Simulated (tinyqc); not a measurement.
Smearing for a one-band metal on the fcc lattice, step by step. Values are carried at full precision from step to step, so a last printed digit may differ when a step is redone from the rounded ones.

Lattice vectors (units of a): a1 = (0, 1/2, 1/2), a2 = (1/2, 0, 1/2), a3 = (1/2, 1/2, 0). E(k) = -t A_1(k) - t2 A_2(k), A_m the sum of cos(k . R) over the 12 nearest and 6 second lattice vectors. Mesh k = sum (j_i/N) b_i, j_i = 0 .. N-1.

Values chosen for the exercise:
```
symbol  value  unit  meaning
t       1.24   eV    nearest hopping
t2      0.14   eV    second hopping
N       4            unshifted mesh
ne      0.34         electrons per cell
sigma   0.248  eV    width
```

## Levels on the mesh

Evaluate the band and collect equal energies with their counts.

Distinct levels:
```
E_k (eV)  points
-15.7200       1
-7.4400        8
-5.2400        6
0.2800        12
0.8400         4
2.4800        24
4.1200         3
4.6800         6
```

8 distinct levels; the mean spacing is 2.914 eV.

## Fermi level with Fermi-Dirac smearing

With x = (E_k - mu)/sigma: Fermi-Dirac f = 1/(1 + exp(x)), s = -f ln f - (1 - f) ln(1 - f). With weights w = points/N^d (d the dimension), mu solves 2 sum w f = ne; E = 2 sum w f E_k, S = 2 sum w s, F = E - sigma S.

Weights w = points/total. Bisection from the lowest and highest level; ten steps are shown.

Bisection:
```
step  low (eV)  high (eV)  mu (eV)  electrons
1     -15.7200     4.6800  -5.5200     0.3270
2      -5.5200     4.6800  -0.4200     0.4906
3      -5.5200    -0.4200  -2.9700     0.4687
4      -5.5200    -2.9700  -4.2450     0.4654
5      -5.5200    -4.2450  -4.8825     0.4329
6      -5.5200    -4.8825  -5.2012     0.3823
7      -5.5200    -5.2012  -5.3606     0.3526
8      -5.5200    -5.3606  -5.4403     0.3390
9      -5.4403    -5.3606  -5.4005     0.3456
10     -5.4403    -5.4005  -5.4204     0.3423
```

## Occupations and energies

Converge mu, then list x, f and s of each level and form the sums.

mu = -5.4341 eV

x, f and s of each level:
```
E_k (eV)       x       f       s
-15.7200  -41.48  1.0000  0.0000
-7.4400    -8.09  0.9997  0.0028
-5.2400     0.78  0.3137  0.6221
0.2800     23.04  0.0000  0.0000
0.8400     25.30  0.0000  0.0000
2.4800     31.91  0.0000  0.0000
4.1200     38.52  0.0000  0.0000
4.6800     40.78  0.0000  0.0000
```

E = -2.6589 eV
S = 0.1173
F = -2.6880 eV
(E + F)/2 = -2.6735 eV

Levels with f between 0.001 and 0.999: 1. (E + F)/2 removes the term in sigma^2 for this scheme. That argument needs a smooth density of states, and the number of distinct levels within 2 sigma of mu is only 1, so it may fail on this mesh.

## Checks

- The slope dF/d sigma by finite differences against -S: both -0.11733.
- The slope dF/d ne by finite differences against mu (eV): both -5.4341.

Program tinyqc; command `OMP_NUM_THREADS=1 python tinyqc.py 1650818 1650819 out.jsonl`; about 0.3 s on one thread of a shared Intel(R) Xeon(R) Processor @ 2.30GHz.
